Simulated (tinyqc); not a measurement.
Undoped symmetric double-gate MOSFET, analytic potential model: one step of the calculation.

An undoped body of thickness ts between two equal insulators and tied gates; long channel, electrons only, n = ni exp((psi - V)/Vt) with V the quasi-Fermi potential (0 at the source, Vd at the drain), constant mobility, no quantisation. Across the body psi(x) = V - 2 Vt ln[(ts/(2 beta)) sqrt(q ni/(2 eps0 eps_r Vt)) cos(2 beta x/ts)], x from the centre. Q is the electron charge per area of the whole body.

Problem. Constants of the body. ni = sqrt(Nc Nv) exp(-Eg/(2 Vt)), Eg in volts; r = eps_r tox/(eox ts); V0 = dphi + 2 Vt ln[(2/ts) sqrt(2 eps0 eps_r Vt/(q ni))].

Parameters, values chosen for the exercise; material values close to those of germanium:
- T = 400 K (temperature)
- Eg = 0.65 eV (band gap)
- eps_r = 15.7 (relative permittivity of the semiconductor)
- Nc = 1.62e19 cm^-3 (conduction-band density of states at T)
- Nv = 9.36e18 cm^-3 (valence-band density of states at T)
- eox = 3.82 (relative permittivity of the gate insulator)
- tox = 2.1 nm (insulator thickness)
- ts = 8 nm (body thickness)
- dphi = 0.23 V (gate work function less that of the intrinsic body)

Constants: q = 1.602176634e-19 C, kB = 1.380649e-23 J/K, Vt = kB T/q, eps0 = 8.8541878128e-14 F/cm where lengths are in cm. Results are converted to the units shown.

Wanted: ni; r; V0.

Solution.

ni = 9.8986e14 cm^-3
r = 1.0789
V0 = 0.51391 V

Numbers from tinyqc (`OMP_NUM_THREADS=1 python tinyqc.py 2440012 2440013 out.jsonl`; about 0.02 s on one thread of a shared Intel Xeon 2.30GHz).
